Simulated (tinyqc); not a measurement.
Permeation of metal atoms or ions through a thin barrier or dielectric: time lag, field-aided drift and lifetime: one step, computed by the program tinyqc. Command: `OMP_NUM_THREADS=1 python tinyqc.py 3009151 3009152 out.jsonl barrier walk`. One thread of a shared host (Intel(R) Xeon(R) Processor @ 2.30GHz), about 0.01 s of CPU time with the checks.

The film 0 < x < d is empty at first; C = C0 at x = 0 and C = 0 at x = d. dC/dt = D d2C/dx2 - v dC/dx with drift v = D z e V/(k_B T d) (uniform field, no space charge).

Task: Time to the critical dose. Steady flux J = (D C0/d) P/(1 - exp(-P)); time lag in units of d^2/D: s_L = [P (1 + exp(-P))/(1 - exp(-P)) - 2]/P^2 (P = 0: J = D C0/d, s_L = 1/6). Dose through the film Q(s) = C0 d {f (s - s_L) - 2 exp(P/2) sum_(n=1..200) (-1)^n n^2 pi^2 exp(-l_n s)/l_n^2}, l_n = n^2 pi^2 + P^2/4, f = P/(1 - exp(-P)) the relative flux. Temperatures in kelvin are T(C) + 273.15. Solve Q = Q_c for s. At the use temperature D and P take T_u, with the same C0 and V; 1 year = 3.15576e7 s.

Inputs (values chosen for the exercise, for a model case: singly charged ions through a dielectric):

| quantity | value | unit |
|---|---|---|
| thickness d | 13 | nm |
| prefactor D0 | 4.8e-09 | cm^2/s |
| activation energy E | 0.71 | eV |
| concentration at the source side C0 | 7.7e+14 | 1/cm^3 |
| charge number z | 1 | - |
| voltage V (positive drives ions across) | 0.34 | V |
| critical dose Q_c | 3e+08 | 1/cm^2 |
| test temperature T | 150 | C |
| use temperature T_u | 100 | C |

Peclet number P = 9.324202

time scale d^2/D = 100658.2 s

Constants: k_B = 8.617333262e-05 eV/K.

Give: s at the critical dose; failure time at T; failure time at T_u.

Result:

s at the critical dose = 0.10969

failure time at T = 11041 s

failure time at T_u = 0.0043084 years

Caution: grain boundaries, pinholes, trapping and space charge are left out; thin real barriers usually fail at defects.
